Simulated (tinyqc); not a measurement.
Hot electrons in a saturated n-channel MOSFET, lucky-electron model: one step of the calculation.

Beyond pinch-off the lateral field grows as Esat cosh(y/l) over the velocity-saturated region (pseudo-two-dimensional model). Impact ionisation in this region gives the substrate current, which biases the body forward through Rsub. Currents are per width. Local-field laws: they overstate ionisation when the field peak is narrower than an energy relaxation length.

Task. Body bias from the substrate current. Cox = 3.9 eps0/tox. Overdrive g = Vg - VT + kb Vb; Vdsat = g Esat L/(g + Esat L); Id = Cox vs (g - Vdsat); dV = Vd - Id Rd - Vdsat; Em = sqrt((dV/l)^2 + Esat^2); Isub = Id (Ai/Bi) l Em exp(-Bi/Em). Vb(new) = Rsub Isub.

Inputs (values chosen for the exercise); values close to those of silicon n-channel devices:
- L = 0.18 um (channel length)
- tox = 4.6 nm (oxide thickness)
- VT = 0.44 V (threshold)
- vs = 7.4e6 cm/s (saturation velocity)
- Ai = 2e6 1/cm (ionisation prefactor)
- Bi = 1.69 MV/cm (ionisation field)
- Rd = 0 ohm um (resistance of the lightly doped drain)
- Rsub = 17000 ohm um (substrate resistance)
- kb = 0.27 (fall of VT per volt of forward body bias)
- Vd = 1.6 V (drain voltage)
- Vg = 0.7 V (gate voltage)

Constants: eps0 = 8.8541878128e-14 F/cm where lengths are in cm. Results are converted to the units shown.

Vb at the start = 0 V
l = 29.485590 nm
Esat = 0.037 MV/cm

Wanted: Vdsat; Id; dV; Em; Isub; Vb after iteration 1.

Result.

Vdsat = 0.18700 V
Id = 40.553 uA/um
dV = 1.4130 V
Em = 0.48064 MV/cm
Isub = 2.0210 uA/um
Vb after iteration 1 = 0.034357 V

Program tinyqc, `OMP_NUM_THREADS=1 python tinyqc.py 2550140 2550141 out.jsonl`; Intel Xeon 2.30GHz, shared host, one thread, about 0.01 s.
